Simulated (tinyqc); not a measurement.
# Random telegraph noise from one oxide trap in a small MOSFET, step by step

Computed by the program tinyqc: `OMP_NUM_THREADS=1 python tinyqc.py 2710123 2710124 out.jsonl`, one thread of a shared Intel Xeon 2.30GHz, about 0.01 s for the whole run. Printed values are rounded.

An acceptor-like trap exchanges electrons with the channel. Inversion charge Q = Cox u, u = n Vt W0(exp((Vg - VT)/(n Vt))), W0 the Lambert function, n = nf, Cox = eps0 eox/tox; linear regime Id = (W/L) mu Q Vd. Relative to threshold the surface potential rises by Vt ln(u/u0) and the oxide voltage by the rest of Vg - VT, with u0 = n Vt W0(1).

Values chosen for this exercise; values of the order met in silicon transistors:
```
symbol,value,unit,meaning
T,200,K,temperature
eox,3.9,,relative permittivity of the gate insulator (close to silicon dioxide)
tox,2.4,nm,insulator thickness
xt,0.84,nm,depth of the trap from the channel interface
E0,0.25,eV,trap level above the channel Fermi level at threshold
s0,3e-17,cm^2,capture prefactor
EB,0.29,eV,capture barrier (lattice relaxation)
lt,0.17,nm,tunnelling decay length
vth,1.5e7,cm/s,thermal velocity
zi,2.8,nm,thickness of the inversion layer
VT,0.23,V,threshold voltage
nf,1.35,,body factor
W,250,nm,gate width
L,50,nm,gate length
mu,210,cm^2/(V s),mobility
asc,9.7e-16,V s,scattering coefficient of the charged trap
Vd,0.05,V,drain voltage
Vg,0.78,V,gate voltage
```

Constants: q = 1.602176634e-19 C, kB = 1.380649e-23 J/K, Vt = kB T/q, eps0 = 8.8541878128e-14 F/cm where lengths are in cm. Results are converted to the units shown.

Range of the model: VT is taken as given; short-channel effects and the uneven flow of current among few electrons are left out.

## Trap level, time constants and occupancy

N = Cox u/q; dpsi = Vt ln(u/u0); E = E0 - dpsi - (xt/tox)(Vg - VT - dpsi); capture time tc = 1/[(N/zi) vth s0 exp(-xt/lt - EB/Vt)]; emission time te = tc exp(-E/Vt); occupancy te/(tc + te).

u = 0.479597 V
N = 4.30693e12 cm^-2
dpsi = 0.0619252 V
E = 0.0172486 eV
tc = 0.410565 s
te = 0.150916 s
occupancy = 0.268782

The trap lies 1.0 Vt above the Fermi level, so it is filled 26.9 % of the time.

## Step height

A = W L; threshold step dV = q (1 - xt/tox)/(Cox A); gm/Id = 1/(u + n Vt); relative step dI/I = (gm/Id) dV + asc mu/A. Id as defined.

electrons in the channel N A = 538.366
dV = 0.579044 mV
gm/Id = 1.98861 1/V
number part of dI/I = 0.115149 %
dI/I = 0.278109 %
Id = 36.2274 uA
dI = 100.752 nA

## Lorentzian spectrum

Spectrum S(f) = 4 dI^2/{(tc + te)[(1/tc + 1/te)^2 + (2 pi f)^2]}; corner fc = (1/tc + 1/te)/(2 pi); variance dI^2 tc te/(tc + te)^2. Give S at f = 0, at fc and at 10 fc.

fc = 1.44224 Hz
S(0) = 8.80635e-16 A^2/Hz
S(fc) = 4.40318e-16 A^2/Hz
S(10 fc) = 8.71916e-18 A^2/Hz
rms current = 44.6660 nA

The rms value is 0.443 of the step; it reaches its largest share, 1/2, when tc = te.
